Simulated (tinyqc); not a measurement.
Classical Heisenberg spin chain: exact results, Metropolis, heat-bath and over-relaxation steps, and a Monte Carlo run: one step, computed by the program tinyqc.

E = -J sum_i s_i . s_(i+1) for unit vectors s_i on an open chain; K = J/(k_B T).

Problem. Four single-spin steps. The given spins are first normalised. Spins 2 and 3 are updated in turn, with h = K (sum of the two neighbours). Heat bath: cos(theta) = 1 + ln(1 - r1 (1 - exp(-2 |h|)))/|h| about n = h/|h|, azimuth 2 pi r2 = phi in the frame a = n x z/|n x z|, b = n x a: s = n cos(theta) + sin(theta)(a cos(phi) + b sin(phi)); r1, r2 are the first two numbers of the row.

Inputs (values chosen for the exercise, for a model chain of large moments): temperature T = 64.7 K.

Update: heat bath.

four neighbouring spins (rows; components x, y, z):
```
         1        2        3
1   0.0411  -0.5068  -0.8611
2  -0.3940   0.9150   0.0869
3   0.5869   0.4898   0.6447
4  -0.8062   0.5916   0.0031
```

random numbers, one row a step:
```
        1       2       3
1  0.0038  0.7210  0.1178
2  0.7925  0.9051  0.5194
3  0.2187  0.1377  0.5087
4  0.5477  0.3102  0.3402
```

K = -5.918842

Give: the table «Steps» with the columns |h|, h . s before, h . s after, move, x, y, z.

Solution.

Steps:
```
spin    |h|  h . s before  h . s after       move        x        y        z
2      3.93          1.67         3.93  heat bath  -0.9304   0.0172   0.3662
3     11.11          2.86         9.54  heat bath   0.7073  -0.6977   0.1135
2      9.49          5.86         9.24  heat bath  -0.3724   0.8777   0.3016
3     11.29         10.80        10.50  heat bath   0.6462  -0.5882  -0.4863
```
